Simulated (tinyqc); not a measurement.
Mass and gap go together: armchair graphene nanoribbon in tight binding.

An armchair ribbon of N dimer lines, width (N - 1) sqrt3 acc/2, period 3 acc, one pz orbital a site. In line n, A_n binds to B_n with -t exp(ik/3), times (1 + d) in the two edge lines, and to B_(n-1) and B_(n+1) with -t exp(-ik/6); k runs from -pi to pi. For d = 0 the modes across the ribbon are sin(n p pi/(N + 1)), p = 1 to N, with E = -/+ t sqrt(1 + 4 c^2 + 4 c cos(k/2)), c = cos(p pi/(N + 1)).

Constants: hbar^2/2m0 = 3.80998211 eV angstrom^2.

Parameters, chosen for this exercise (near those used for graphene; shifted at random, so the results belong to these values and not to a real crystal): t = 2.93 eV (hopping); acc = 1.42 angstrom (bond length); d1 = 0.12 (edge correction); N0 = 9 (first width).

Nine widths from N0 on. Lowest conduction band for d = d1: m/m0 = c q^2/(E(q) - E(0)) with q = h/(3 acc), h = 0.001, c = hbar^2/2m0. Dirac rule: m = Eg/(2 v^2), that is m/m0 = c Eg/(hbar v)^2 with hbar v = 3 t acc/2.

Masses:
```
N   gap (eV)  mass (m0)  Dirac rule (m0)
9     0.8537     0.0692           0.0835
10    1.1951     0.1363           0.1169
11    0.1679     0.0160           0.0164
12    0.6587     0.0555           0.0644
13    0.9312     0.1025           0.0911
14    0.1339     0.0128           0.0131
15    0.5362     0.0464           0.0525
16    0.7626     0.0821           0.0746
17    0.1114     0.0107           0.0109
```

What can be read from this table?

The ratio of mass to the Dirac rule runs from 0.83 (N = 9) to 1.17 (N = 10). Its mean is 0.86 for N = 3p, 1.13 for 3p+1 and 0.98 for 3p+2: the lowest modes of 3p and 3p+1 lie on opposite sides of the Dirac point, where the velocity along the ribbon differs. The largest gap (N = 10) and the heaviest mass (N = 10) belong to one ribbon.

Computed by tinyqc, a small Python program: `OMP_NUM_THREADS=1 python tinyqc.py 1450232 1450233 out.jsonl` (the numbers bound the seed that draws the inputs); one thread of a shared host (Intel(R) Xeon(R) Processor @ 2.30GHz), about 0.03 s for the whole set of steps.
